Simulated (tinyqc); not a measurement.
Nuclear against electronic stopping over energy: ion implantation: universal nuclear stopping, Lindhard-Scharff electronic stopping and a Gaussian range profile. Computed by tinyqc, a small Python program. Command: `OMP_NUM_THREADS=1 python tinyqc.py 3024247 3024248 out.jsonl implant walk`. One thread of a shared host (Intel(R) Xeon(R) Processor @ 2.30GHz), about 0.09 s of CPU time with the checks.

An ion slows by elastic collisions with screened nuclei and by friction with electrons; channelling is ignored and the target is uniform.

Inputs (values chosen for the exercise, modelled on germanium ions in aluminium):
```
quantity                               value    unit
ion atomic number Z1                      32       -
ion mass M1                               74       u
target atomic number Z2                   13       -
target mass M2                         26.98       u
target density N                        60.2  1/nm^3
scale factor of electronic stopping k    1.4       -
```

Method:
- Reduced energy eps = 32.53 M2 E/(Z1 Z2 (M1 + M2)(Z1^0.23 + Z2^0.23)), E in keV; s_n = ln(1 + 1.1383 eps)/(2 (eps + 0.01321 eps^0.21226 + 0.19593 eps^0.5)) for eps up to 30 and ln(eps)/(2 eps) above; S_n = 8.462 Z1 Z2 M1 s_n/((M1 + M2)(Z1^0.23 + Z2^0.23)) in 1e-15 eV cm^2.
- S_e = k 3.83 Z1^(7/6) Z2/(Z1^(2/3) + Z2^(2/3))^(3/2) sqrt(E/M1) in 1e-15 eV cm^2, E in keV.
- Path length R = int_0^E dE'/(N (S_n + S_e)); energy lost to nuclei nu = int_0^E S_n/(S_n + S_e) dE' (both with E' = E y^3 and 64 Gauss-Legendre points in y).

Stopping (1e-15 eV cm^2) and range:
```
E (keV)         eps     S_n     S_e  R (nm)     nu/E
1        5.1933e-03   79.95    7.49    4.17  0.91441
2        1.0387e-02  106.56   10.60    5.78  0.91316
5        2.5967e-02  146.79   16.75    9.29  0.90723
10       5.1933e-02  177.68   23.69   13.81  0.89842
20       1.0387e-01  204.52   33.51   21.30  0.88434
50       2.5967e-01  224.74   52.98   40.36  0.85340
100      5.1933e-01  221.59   74.93   69.10  0.81517
200      1.0387e+00  199.90  105.96  124.05  0.75663
500      2.5967e+00  150.55  167.54  283.90  0.63538
```

What follows from these numbers?

Nuclear stopping peaks near 50 keV among these rows (eps = 0.26; the universal curve peaks near 0.3). Electronic stopping overtakes it between 200 and 500 keV. The path length grows as E^0.47 at the low end and E^0.90 at the high end; constant stopping would give E^1, and stopping that rises with E, be it nuclear (below its peak) or electronic, gives a lower exponent.

Extremes, crossings and ranges named in words are read from the listed rows.
